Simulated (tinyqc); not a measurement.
Landau-Devonshire theory of a uniaxial ferroelectric: one step, computed by the program tinyqc.

G(P) = (alpha/2) P^2 + (beta*/4) P^4 + (gamma/6) P^6 - E P per volume, SI units, one domain, P along the polar axis, which is normal to the film.

Question. A capacitor with imperfect screening. Between shorted electrodes with screening length lambda each, the depolarising field is -k P, k = 2 lambda/(eps_0 (d + 2 lambda eps_b)), so alpha turns into alpha + k. Ps^2 = [-beta* + sqrt(beta*^2 - 4 alpha gamma)]/(2 gamma). The polar state is the lowest uniform state while alpha + k < 0 (beta* > 0) or < 3 beta*^2/(16 gamma) (beta* < 0); setting the equality gives the critical thickness d_c.

Inputs (values chosen for the exercise, modelled on lead titanate):

| quantity | value | unit |
|---|---|---|
| Curie-Weiss temperature T0 | 752 | K |
| gamma | 1.61e+09 | J m^9/C^6 |
| temperature T | 659 | K |
| film thickness d | 41 | nm |
| screening length lambda | 0.022 | nm |
| background permittivity eps_b | 8 | - |

Sample: epitaxial film.

alpha = -3.722955e+08 J m/C^2

beta* = 2.126364e+08 J m^5/C^4

Constants: eps_0 = 8.8541878128e-12 F/m.

Give: depolarising coefficient k; polarisation of the film; size of the depolarising field; critical thickness d_c.

Answer.

depolarising coefficient k = 1.2017e+08 J m/C^2

polarisation of the film = 57.893 microcoulomb/cm^2

size of the depolarising field = 69.572 MV/m

critical thickness d_c = 12.996 nm
